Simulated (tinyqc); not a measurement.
Inside a calculation. Model: electron continuity equation in a given potential, Scharfetter-Gummel discretisation.

Program tinyqc, `OMP_NUM_THREADS=1 python tinyqc.py 2220122 2220123 out.jsonl`; Intel Xeon 2.30GHz, shared host, one thread, about 0.01 s. Printed values are rounded.

Steady state in one dimension: J = q mu n E + q D dn/dx with E = -dpsi/dx and D = mu Vt, dJ/dx = q (n/tau - G), fixed densities nL and nR at the ends. The potential is given, psi = U x/L, and is not changed by the electrons.

Inputs (values chosen for the exercise); mobility that of a made-up semiconductor: temperature T = 450 K; electron mobility mu = 1610 cm^2/(V s); length of the region L = 0.62 um; density at x = 0 nL = 6.2e12 cm^-3; density at x = L nR = 0 cm^-3; lifetime tau = 2.3e-11 s; uniform generation rate G = 4e23 cm^-3 s^-1; potential difference psi(L) - psi(0) U = -0.58 V.

Constants: q = 1.602176634e-19 C, kB = 1.380649e-23 J/K, Vt = kB T/q. Results are converted to the units shown.

Range of the model: The drift velocity mu E exceeds 1e7 cm/s somewhere, where real mobilities no longer stay constant.

## Potential on the mesh

8 equal intervals, h = L/8; psi = U x/L.

psi, node 0 to 8 (V): 0.000000  -0.072500  -0.145000  -0.217500  -0.290000  -0.362500  -0.435000  -0.507500  -0.580000

## Bernoulli factors

d_i = (psi_(i+1) - psi_i)/Vt; B(d) = d/(exp(d) - 1), B(0) = 1. The flux on interval i is J_i = (q D/h) [n_(i+1) B(d_i) - n_i B(-d_i)].

```
interval       d_i   B(d_i)   B(-d_i)
0         -1.86962  2.21043  0.340810
1         -1.86962  2.21043  0.340810
2         -1.86962  2.21043  0.340810
3         -1.86962  2.21043  0.340810
4         -1.86962  2.21043  0.340810
5         -1.86962  2.21043  0.340810
6         -1.86962  2.21043  0.340810
7         -1.86962  2.21043  0.340810
```

The largest |d_i| is 1.87, below 2, so central differences would also keep densities positive.

## Tridiagonal system for the inner nodes

Row i (1 to 7): B(-d_(i-1)) n_(i-1) + b_i n_i + B(d_i) n_(i+1) = f_i with b_i = -B(-d_i) - B(d_(i-1)) - h^2/(D tau) and f_i = -G h^2/D; the known end values are moved to the right: f_1 loses B(-d_0) nL and f_7 loses B(d_7) nR. h = L/8, D = mu Vt.

```
node  diagonal b  right side f (cm^-3)
1       -2.59306           -2.49783e12
2       -2.59306           -3.84815e11
3       -2.59306           -3.84815e11
4       -2.59306           -3.84815e11
5       -2.59306           -3.84815e11
6       -2.59306           -3.84815e11
7       -2.59306           -3.84815e11
```

## Densities and current

B(d) = d/(exp(d) - 1) with d_i = (psi_(i+1) - psi_i)/Vt; b and f are the diagonal and right side of the balance equations. Solve B(-d_(i-1)) n_(i-1) + b_i n_i + B(d_i) n_(i+1) = f_i (end values already in f), then J_i = (q D/h) [n_(i+1) B(d_i) - n_i B(-d_i)], h = L/8, D = mu Vt.

n, node 0 to 8 (cm^-3): 6.2e12  2.02606e12  1.24676e12  9.76107e11  7.78757e11  5.88974e11  3.96767e11  2.00549e11  0
J, interval 0 to 7 (A/cm^2): 3.05304  2.66574  2.23637  1.79240  1.33776  0.87289  0.39763  -0.08822

Against a mesh 200 times finer the densities are off by at most 0.32 % of their local values.
